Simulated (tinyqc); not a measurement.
Defects against doping: deep level with several charge states.

Energies from Ev. The defect has charge states +1, 0, -1 with weights 1, gm exp((EF - E1)/kT), exp((2 EF - E1 - E2)/kT); the shares are the weights over their sum. Boltzmann carriers: n = Nc exp((EF - Eg)/kT), p = Nv exp(-EF/kT). Neutrality: p - n + Nd + Nt <q> = 0.

Constants: kB = 8.617333262e-05 eV/K.

Parameters, chosen for this exercise (gap and densities of states near those of Si at this temperature; shifted at random, so the results belong to these values and not to a real crystal):
- Eg = 1.119 eV (gap)
- Nc = 2.67e+19 1/cm^3 (conduction-band density of states)
- Nv = 1.21e+19 1/cm^3 (valence-band density of states)
- T = 300 K
- E1 = 0.263 eV (level (+1/0) above Ev)
- E2 = 0.863 eV (level (0/-1) above Ev)
- gm = 1 (degeneracy of the middle state, the others 1)
- Nd = -2.8e+13 1/cm^3 (ionised shallow donors minus acceptors)

Nt takes the listed multiples of |Nd|; the resistivity uses mobilities of 1000 (electrons) and 300 (holes) cm^2/(V s), chosen for the exercise, and e = 1.602176634e-19 C.

Neutral state:
```
Nt/|Nd|  EF (eV)  n (1/cm^3)  p (1/cm^3)  rho (ohm cm)
0.01      0.3355    1.84e+06    2.80e+13           743
0.10      0.3356    1.85e+06    2.78e+13           747
0.30      0.3359    1.87e+06    2.75e+13           756
0.60      0.3363    1.90e+06    2.71e+13           769
0.90      0.3368    1.93e+06    2.66e+13           781
1.10      0.3371    1.95e+06    2.63e+13           790
1.50      0.3376    1.99e+06    2.58e+13           807
3.00      0.3396    2.15e+06    2.39e+13           872
10.00     0.3474    2.91e+06    1.77e+13      1.18e+03
```

EF goes from 0.335 to 0.347 eV and the resistivity from 743 to 1.18e+03 ohm cm, with a largest value of 1.18e+03. The largest move of EF, +0.008 eV, comes between Nt/|Nd| = 3 and 10; the levels lie at 0.263 and 0.863 eV. A defect can take up to one carrier of either sign, so the doping can be cancelled no earlier than Nt = |Nd|, there only if EF lies well beyond the level that takes the carriers and otherwise at larger Nt (mean charge +0.04 in the last row).

tinyqc: `OMP_NUM_THREADS=1 python tinyqc.py 1682019 1682020 out.jsonl`; about 0.01 s, one thread, shared Intel(R) Xeon(R) Processor @ 2.30GHz.
